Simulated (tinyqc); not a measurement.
# Pillar capacitor in an array: capacitance, non-linearity, leakage and relaxation: several studies

A film between two metal electrodes, each interface adding a series capacitance ci. The small-signal permittivity is ek (1 + aq E^2); the field is found with the linear permittivity. Leakage J = J0 sinh(E/Ef). After a voltage step the film passes a relaxation current kr C V tt^(-nr), tt being the time in seconds. The sidewall is a coaxial capacitor with radii a = dm/2 and b = dm/2 + t, depth AR dm; the end face is left out.

Parameters, values chosen for the exercise; permittivity of the order of that of aluminium oxide: relative permittivity of the film ek = 8.86; film thickness t = 5.4 nm; capacitance of each electrode interface (dead layer and screening) ci = 1000 uF/cm^2; quadratic field coefficient of the permittivity aq = 0.0017 cm^2/MV^2; bias V = 0.9 V; exponent of the relaxation current nr = 0.984; strength of the relaxation kr = 0.0018; leakage prefactor J0 = 9.3e-10 A/cm^2; field for an e-fold rise of the leakage Ef = 0.2 MV/cm; diameter of the pillar dm = 27 nm; pitch of the square array pt = 58 nm; resistivity of the inner electrode rho = 290 uohm cm; duration of the write pulse t0 = 1e-8 s.

Constants: eps0 = 8.8541878128e-14 F/cm where lengths are in cm. Results are converted to the units shown.

Each table varies one quantity; the others keep the values above.

## Capacitance, non-linearity and leakage against thickness

Planar film: Cf = eps0 ek/t, 1/C = 1/Cf + 2/ci, EOT = 3.9 eps0/C, effective permittivity C t/eps0, E = (V/t) C/Cf; quadratic coefficient [C(V)/C - 1]/V^2 with Cf (1 + aq E^2) in C(V).

Results:
```
t (nm)  C (uF/cm^2)  EOT (nm)  effective permittivity  E (MV/cm)  quadratic coefficient (ppm/V^2)  J (A/cm^2)
2.5          3.1184    1.1074                  8.8047     3.5775                            26691    0.027290
3.7          2.1113    1.6356                  8.8226     2.4222                            12261   8.4549e-5
5.5          1.4223    2.4279                  8.8348     1.6317                           5571.9   1.6243e-6
8.2         0.95486    3.6164                  8.8431     1.0955                           2513.8   1.1123e-7
12          0.65288    5.2891                  8.8484    0.74902                           1175.9   1.9665e-8
18          0.43544    7.9302                  8.8523    0.49956                           523.32   5.6143e-9
40          0.19604    17.614                  8.8565    0.22491                           106.13   1.2806e-9
60          0.13071    26.418                  8.8577    0.14996                           47.185  7.6452e-10
```

Estimate the missing row, t = 27 nm.

Computed row:
```
t (nm)  C (uF/cm^2)  EOT (nm)  effective permittivity  E (MV/cm)  quadratic coefficient (ppm/V^2)  J (A/cm^2)
27          0.29038    11.892                  8.8549    0.33314                           232.79   2.3716e-9
```

With this row back in the table: C falls from 3.12 to 0.131 uF/cm^2 while the effective permittivity goes from 8.80 to 8.86 (ek = 8.86). EOT is a straight line in t with slope 3.9/ek = 0.440 and intercept 0.00691 nm. The quadratic coefficient goes as t^(-1.98) between the first two rows and t^(-2.00) between the last two (-2 without interfaces), and J falls by 7.55 decades. For t = 2.5, 3.7 direct tunnelling, left out, would add to the leakage.

## Cell against the aspect ratio

Per length 1/c = ln(b/a)/(2 pi eps0 ek) + (1/a + 1/b)/(2 pi ci); cell capacitance c AR dm; per footprint over pt^2; fields c V/(2 pi eps0 ek r) at r = a and b; resistance of the inner electrode rho AR dm/(pi a^2); time constant R C/3 of the distributed line.

The same in every row: field at a (MV/cm) = 1.975; field at b (MV/cm) = 1.411.

Cell against the aspect ratio:
```
AR   cell capacitance (fF)  per footprint (uF/cm^2)  R (kohm)  R C/3 (ps)
5                   0.1972                    5.861    0.6838     0.04494
10                  0.3944                    11.72     1.368      0.1798
20                  0.7887                    23.45     2.735      0.7191
30                   1.183                    35.17     4.103       1.618
50                   1.972                    58.61     6.838       4.494
70                   2.761                    82.06     9.573       8.809
100                  3.944                    117.2     13.68       17.98
```

What does the comparison show?

As AR goes from 5 to 100, the cell capacitance rises from 0.197 to 3.94 fF, the capacitance per footprint rises from 5.86 to 117 uF/cm^2, the ratio of the two fields stays at 1.40 and R C/3 rises from 0.0449 to 18.0 ps; the time constant goes as AR^(2.00) between the first two rows and AR^(2.00) between the last two.

## Charge lost after writing

Planar film: Cf = eps0 ek/t, 1/C = 1/Cf + 2/ci, EOT = 3.9 eps0/C, effective permittivity C t/eps0, E = (V/t) C/Cf. A capacitor written for t0 and then left open loses, as a share of C V, kr (tt^(1 - nr) - t0^(1 - nr))/(1 - nr) by relaxation and J tt/(C V) by leakage; both are taken as small, and rows far outside that range are left out.

The same in every row: leakage current (nA/cm^2) = 1888.

Result of one run:
```
tt (s)  relaxation current (nA/cm^2)  loss by relaxation (%)  loss by leakage (%)  total loss (%)
1e-5                         1.952e5                  0.9791             0.001448          0.9806
```

What becomes of these results when the time since the start of the write pulse tt is changed from 1e-5 to 0.01 s, all else the same?

Result of the changed run:
```
tt (s)  relaxation current (nA/cm^2)  loss by relaxation (%)  loss by leakage (%)  total loss (%)
0.01                           218.0                   2.073                1.448           3.521
```

The whole series:
```
tt (s)  relaxation current (nA/cm^2)  loss by relaxation (%)  loss by leakage (%)  total loss (%)
1e-6                         1.881e6                  0.6406             1.448e-4          0.6408
1e-5                         1.952e5                  0.9791             0.001448          0.9806
0.0001                       2.025e4                   1.330              0.01448           1.345
0.001                           2101                   1.695               0.1448           1.839
0.01                           218.0                   2.073                1.448           3.521
```

The two currents are equal at tt = 0.00111 s. The loss by relaxation grows from 0.641 to 2.07 %, by 0.338 points over the first decade and 0.378 over the last, while the loss by leakage grows tenfold a decade. Relaxation is the larger loss in every row. For tt = 0.01 the falling voltage would already cut the leakage, so the linear estimate overstates the loss.

Numbers from tinyqc (`OMP_NUM_THREADS=1 python tinyqc.py 2102028 2102029 out.jsonl`; about 0.01 s on one thread of a shared Intel Xeon 2.30GHz).
